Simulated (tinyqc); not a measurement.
ESD clamp with bipolar snapback, compact model and design window: one step of the calculation.

The drain junction multiplies the current that enters it: Igen = (M - 1)(Ic + I0), M = 1/(1 - (Vj/BV)^n). The generated holes leave through the substrate resistance and the base of the parasitic npn: Igen = Vb/Rb + Ic/be, Ic = Is exp(Vb/Vt). Terminal current I = Ic + I0 + Igen and voltage V = Vj + I Ro, per width. Isothermal, constant gain.

Question. The snapback curve. For given Vb: Ic, Igen, M = 1 + Igen/(Ic + I0), Vj = BV (1 - 1/M)^(1/n), I and V.

Inputs (values chosen for the exercise); values close to those of grounded-gate n-channel clamps: temperature T = 300 K; junction breakdown voltage BV = 6.4 V; exponent of the multiplication n = 4; current gain of the parasitic npn be = 10.5; saturation current Is = 8.1e-18 A/um; junction leakage I0 = 5.5e-11 A/um; substrate resistance Rb = 5200 ohm um; drain ballast and contact resistance Ro = 210 ohm um.

Constants: q = 1.602176634e-19 C, kB = 1.380649e-23 J/K, Vt = kB T/q. Results are converted to the units shown.

Vb, point 0 to 8 (V): 0.05  0.3  0.535  0.595  0.645  0.744  0.834  0.854  0.884

Give: Ic; M; Vj; I; V.

Answer.

```
point  Ic (uA/um)         M  Vj (V)  I (uA/um)   V (V)
0      5.6034e-11  1.7483e5  6.4000     9.6154  6.4020
1       8.8769e-7  1.0323e6  6.4000     57.692  6.4121
2       0.0078721     12980  6.3999     102.89  6.4215
3        0.080176    1427.3  6.3989     114.51  6.4229
4         0.55464    224.71  6.3929     124.65  6.4190
5          25.535    6.6984  6.1465     171.04  6.1824
6          829.98    1.2885  4.4024     1069.4  4.6270
7          1799.1    1.1865  4.0299     2134.7  4.4782
8          5741.6    1.1248  3.6940     6458.4  5.0503
```

V peaks at Vt1 = 6.423 V and falls to Vh = 4.478 V: once the npn supplies current, a small M feeds the base. At high current M tends to 1 + 1/be and Vj to BV (1 + be)^(-1/n) = 3.475 V.

Numbers from tinyqc (`OMP_NUM_THREADS=1 python tinyqc.py 2670110 2670111 out.jsonl`; about 0.01 s on one thread of a shared Intel Xeon 2.30GHz).
